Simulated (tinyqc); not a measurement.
Precursor delivery by bubblers, mass-transport growth and the solid composition of a III-V alloy: one step, computed by the program tinyqc.

1 sccm = 44.615 micromol/min; 1 torr = 133.322 Pa. The sources decompose fully at the surface.

Problem. Mass transport. Mean velocity u = (F_t/A)(760/p)(T/273); D = D0 (T/273)^1.75 (760/p); boundary layer delta = sqrt(pi D z/u); flux = D dp/(delta k_B T); growth rate = flux x a^3/4.

Inputs (values chosen for the exercise, modelled on trimethylgallium (source 1) and trimethylindium (source 2) for the vapour pressures):

| quantity | value | unit |
|---|---|---|
| total flow F_t | 15 | slm |
| reactor pressure p | 200 | torr |
| growth temperature T | 850 | K |
| diffusivity at 273 K and 760 torr | 0.31 | cm^2/s |
| flow cross-section A | 65 | cm^2 |
| distance from the leading edge z | 13 | cm |
| lattice constant a | 5.75 | angstrom |

Constants: k_B = 1.380649e-23 J/K.

Give: velocity u; D; boundary layer delta; growth rate per torr of group III.

Solution.

velocity u = 45.51 cm/s

D = 8.597 cm^2/s

boundary layer delta = 2.778 cm

growth rate per torr of group III = 60.16 micrometre/(h torr)

Caution: the boundary layer is a quarter or more of the root of the cross-section, so it fills much of the channel and depletion along the flow matters.
